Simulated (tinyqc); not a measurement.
Chemical vapour deposition: Grove model, boundary layer, depletion and step coverage. Inputs raised by 5 %, one at a time. Computed by tinyqc, a small Python program. Command: `OMP_NUM_THREADS=1 python tinyqc.py 3010955 3010956 out.jsonl cvd sens`. One thread of a shared host (Intel(R) Xeon(R) Processor @ 2.30GHz), about 0.03 s of CPU time with the checks.

A precursor diffuses to the surface and reacts there at first order; each molecule that reacts adds one formula unit of film.

Inputs (values chosen for the exercise, close to those used for epitaxial silicon from a chlorosilane):
```
quantity                                            value                unit
prefactor k0 of k_s                               5.1e+07                cm/s
activation energy E                                  1.98                  eV
temperature T                                        1090                   C
total pressure p                                       23                torr
mole fraction of the precursor Y                   0.0012                   -
gas diffusivity D0 at 273.15 K and 760 torr          0.48              cm^2/s
film density N                                      5e+22  formula units/cm^3
precursor mass M                                    135.5                   u
trench width w                                       0.52                  um
aspect ratio of the trench                            5.8                   -
gas velocity U                                         48                cm/s
kinematic viscosity nu0 at 273.15 K and 760 torr     0.16              cm^2/s
susceptor length L                                     39                  cm
channel height b                                      8.7                  cm
```

Reactor: horizontal, reduced pressure.

Constants: k_B = 1.380649e-23 J/K; u = 1.6605390666e-27 kg; k_B = 8.617333262e-05 eV/K.

Method:
- k_s = k0 exp(-E/(k_B T)); C_g = Y p/(k_B T), 1 torr = 133.322 Pa; D = D0 (T/273.15)^1.75 (760/p).
- Temperatures in kelvin are T(C) + 273.15.
- Mean speed c = sqrt(8 k_B T/(pi M)); reactive sticking probability beta = 4 k_s/c.
- nu = nu0 (T/273.15)^1.75 (760/p); Re = U L/nu; mean boundary layer delta = (2/3) L/sqrt(Re), at most b/2; h_g = D/delta.
- Fluxes in series: C_s = C_g/(1 + k_s/h_g); growth rate G = k_s h_g/(k_s + h_g) C_g/N; 1 cm/s = 6e8 nm/min.
- Plug flow: U b dC/dx = -k_eff C with k_eff = k_s h_g/(k_s + h_g), so C falls as exp(-k_eff x/(U b)); the used share of the precursor is 1 - C(L)/C(0).
- In a long trench of width w and depth l = aspect ratio x w: Knudsen diffusivity D_K = (2w) c/3 (hydraulic diameter 2w), combined as 1/D_e = 1/D_K + 1/D; D_e d2C/dz2 = 2 k_s C/w with D_e dC/dz = -k_s C at the floor. With m = sqrt(2 k_s/(w D_e)): C(floor)/C(top) = 1/[cosh(m l) + (k_s/(D_e m)) sinh(m l)].

Runs; columns: (1) input moved; (2) from; (3) to; (4) growth rate G at the inlet (nm/min); (5) rate at the outlet over rate at the inlet; (6) step coverage; (7) ratio k_s/h_g:
```
(1)                                                        (2)       (3)    (4)     (5)     (6)      (7)
base run                                                     -         -  5.501  0.8033  0.9969  0.04014
prefactor k0 of k_s (cm/s)                            51000000  53550000  5.765  0.7949  0.9967  0.04215
activation energy E (eV)                                  1.98     2.079  2.422  0.9081  0.9986  0.01728
total pressure p (torr)                                     23     24.15  5.765  0.8037  0.9969  0.04215
mole fraction of the precursor Y                        0.0012   0.00126  5.776  0.8033  0.9969  0.04014
gas diffusivity D0 at 273.15 K and 760 torr (cm^2/s)      0.48     0.504  5.512  0.8030  0.9969  0.03823
gas velocity U (cm/s)                                       48      50.4  5.501  0.8118  0.9969  0.04014
trench width w (um)                                       0.52     0.546  5.501  0.8033  0.9969  0.04014
```

Exponents ln(y'/y) / ln(x'/x):
```
input                                        growth rate G at the inlet  rate at the outlet over rate at the inlet  step coverage  ratio k_s/h_g
prefactor k0 of k_s                                               0.960                                     -0.215         -0.003          1.000
activation energy E                                             -16.818                                      2.513          0.037        -17.274
total pressure p                                                  0.960                                      0.009          0.000          1.000
mole fraction of the precursor Y                                  1.000                                      0.000          0.000          0.000
gas diffusivity D0 at 273.15 K and 760 torr                       0.038                                     -0.008          0.000         -1.000
gas velocity U                                                    0.000                                      0.214          0.000          0.000
trench width w                                                    0.000                                      0.000          0.000          0.000
```

Among the inputs moved here: growth rate G at the inlet answers most in size to activation energy E (exponent -16.818), next to mole fraction of the precursor Y (+1.000); its exponent is below 0.0005 for gas velocity U, trench width w. Its exponent +0.960 in prefactor k0 of k_s: the surface reaction limits. Its exponent +0.960 in total pressure p: reaction control: C_g is proportional to p. Rate at the outlet over rate at the inlet answers most in size to activation energy E (exponent +2.513), next to prefactor k0 of k_s (-0.215); its exponent is below 0.0005 for mole fraction of the precursor Y, trench width w. Step coverage answers most in size to activation energy E (exponent +0.037); its exponent is below 0.0005 for total pressure p, mole fraction of the precursor Y, gas diffusivity D0 at 273.15 K and 760 torr, gas velocity U, trench width w. Ratio k_s/h_g answers most in size to activation energy E (exponent -17.274), next to prefactor k0 of k_s (+1.000); its exponent is below 0.0005 for mole fraction of the precursor Y, gas velocity U, trench width w.

Caution (all rows): the boundary layer is capped at b/2, so U, L and nu no longer affect h_g. Caution (all rows): the hydraulic-diameter form of D_K is rough for a slit.
